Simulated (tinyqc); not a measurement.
CCD on RHF in the 6-31g basis, for H2, spin multiplicity 1, step by step. One step of it, computed by the program tinyqc.

Problem. Iteration 9 (converged): orbitals. Diagonalise F' = X^T F X, C = X C', fill 1 alpha and 1 beta electrons from the bottom; D = 2 C_occ C_occ^T. Each column has its largest component positive (the first on a tie).

converged F (hartree), order 1H 1s, 1H 2s, 2H 1s, 2H 2s:
$$\begin{pmatrix}
-0.086351 & -0.530209 & -0.598402 & -0.540193 \\
-0.530209 & -0.340705 & -0.540193 & -0.373240 \\
-0.598402 & -0.540193 & -0.086351 & -0.530209 \\
-0.540193 & -0.373240 & -0.530209 & -0.340705
\end{pmatrix}$$

X, order 1H 1s, 1H 2s, 2H 1s, 2H 2s:
$$\begin{pmatrix}
1.320676 & -0.507306 & -0.253003 & 0.093842 \\
-0.507306 & 2.118891 & 0.093842 & -1.176267 \\
-0.253003 & 0.093842 & 1.320676 & -0.507306 \\
0.093842 & -1.176267 & -0.507306 & 2.118891
\end{pmatrix}$$

Give: F' = X^T F X; orbital energies; coefficients C; D after iteration 9.

Solution.

F' = X^T F X (hartree):
$$\begin{pmatrix}
0.6517 & -0.5866 & -0.6093 & -0.0931 \\
-0.5866 & 0.2908 & -0.0931 & -0.2079 \\
-0.6093 & -0.0931 & 0.6517 & -0.5866 \\
-0.0931 & -0.2079 & -0.5866 & 0.2908
\end{pmatrix}$$

orbital energies (hartree): MO1 -0.6173, MO2 0.2564, MO3 0.7427, MO4 1.5034

coefficients C, order 1H 1s, 1H 2s, 2H 1s, 2H 2s:
$$\begin{pmatrix}
0.3381 & 0.1091 & 0.7356 & -1.1862 \\
0.2545 & 1.9039 & -0.6819 & 1.4088 \\
0.3381 & -0.1091 & 0.7356 & 1.1862 \\
0.2545 & -1.9039 & -0.6819 & -1.4088
\end{pmatrix}$$

D after iteration 9, order 1H 1s, 1H 2s, 2H 1s, 2H 2s:
$$\begin{pmatrix}
0.2286 & 0.1721 & 0.2286 & 0.1721 \\
0.1721 & 0.1295 & 0.1721 & 0.1295 \\
0.2286 & 0.1721 & 0.2286 & 0.1721 \\
0.1721 & 0.1295 & 0.1721 & 0.1295
\end{pmatrix}$$
